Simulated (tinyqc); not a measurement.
Elastic strain and critical thickness of a cubic alloy layer A(1-x)B(x) on a thick substrate: one step, computed by the program tinyqc.

Strain is positive in tension. The layer is coherent with the substrate unless said otherwise.

Question. Symmetric X-ray reflection. Reflection 111: d = a_perp/sqrt(3), with a_perp = a (1 + e_perp) for the coherent layer, a for the relaxed layer and a_S for the substrate; sin(theta) = lambda/(2 d).

Inputs (values chosen for the exercise, modelled on In(1-x)Ga(x)P on GaAs): substrate lattice constant a_S = 5.653 angstrom; X-ray wavelength = 1.540593 angstrom.

Growth plane: (111).

free lattice constant a = 5.73524 angstrom

normal strain e_perp = 0.008084028

Give: Bragg angles; peak separation of the coherent layer.

Answer.

Bragg angles:
```
crystal         a_perp (angstrom)  theta (degrees)  from substrate (arcsec)
substrate                  5.6530           13.651                      0.0
coherent layer             5.7816           13.342                  -1113.6
relaxed layer              5.7352           13.452                   -718.1
```

peak separation of the coherent layer = -1113.6 arcsec
